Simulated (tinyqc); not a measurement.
Effective work function and flat-band voltage of a metal/high-k/SiO2/Si stack with a dipole layer: one step. Where the gate Fermi level points. Four cases, with inputs chosen for the exercise.

Task: Position (EWF - chi)/Eg, 0 at the conduction and 1 at the valence edge; distances to both edges and to mid-gap; capacitance C = 3.9 eps0/EOT with eps0 = 8.8541878e-12 F/m.

Give: position; EWF - chi, chi + Eg - EWF, EWF - mid-gap; C.

Case 1.

Values chosen (out of a larger set: a stack on Si capped with an yttrium-like oxide; not measured data): chi = 4.051 eV (electron affinity of the channel); Eg = 1.115 eV (gap of the channel).

EWF = 4.608054 eV
EOT = 16.8857 angstrom

Result:

position = 0.500

EWF - chi, chi + Eg - EWF, EWF - mid-gap (eV): [0.557, 0.558, 0.000]

C = 2.045 microF/cm^2

EWF lies 0.00 eV from mid-gap on the n side and 0.56 eV from the nearer edge; thin undoped bodies use values within about 0.3 eV of mid-gap.

Case 2.

Values chosen (out of a larger set: a stack on Si capped with an aluminium-like oxide; not measured data): chi = 4.058 eV (electron affinity of the channel); Eg = 1.116 eV (gap of the channel).

EWF = 4.684737 eV
EOT = 13.3359 angstrom

Result:

position = 0.562

EWF - chi, chi + Eg - EWF, EWF - mid-gap (eV): [0.627, 0.489, 0.069]

C = 2.589 microF/cm^2

EWF lies 0.07 eV from mid-gap on the p side and 0.49 eV from the nearer edge; thin undoped bodies use values within about 0.3 eV of mid-gap.

Case 3.

Values chosen (out of a larger set: a stack on Si capped with a lanthanum-like oxide; not measured data): chi = 4.042 eV (electron affinity of the channel); Eg = 1.119 eV (gap of the channel).

EWF = 4.268399 eV
EOT = 15.4316 angstrom

Result:

position = 0.202

EWF - chi, chi + Eg - EWF, EWF - mid-gap (eV): [0.226, 0.893, -0.333]

C = 2.238 microF/cm^2

EWF lies 0.33 eV from mid-gap on the n side and 0.23 eV from the nearer edge; thin undoped bodies use values within about 0.3 eV of mid-gap.

Case 4.

Values chosen (out of a larger set: a stack on Si capped with a magnesium-like oxide; not measured data): chi = 4.042 eV (electron affinity of the channel); Eg = 1.125 eV (gap of the channel).

EWF = 4.143819 eV
EOT = 12.5630 angstrom

Result:

position = 0.091

EWF - chi, chi + Eg - EWF, EWF - mid-gap (eV): [0.102, 1.023, -0.461]

C = 2.749 microF/cm^2

EWF lies within 0.2 eV of the conduction edge, as a low-threshold bulk n-channel gate needs.

Computed by tinyqc, one run a case: `OMP_NUM_THREADS=1 python tinyqc.py N N+1 out.jsonl` with N = 1881158, 1881167, 1881247, 1881296; one thread of a shared Intel(R) Xeon(R) Processor @ 2.30GHz, about 0.01 s a run at most.
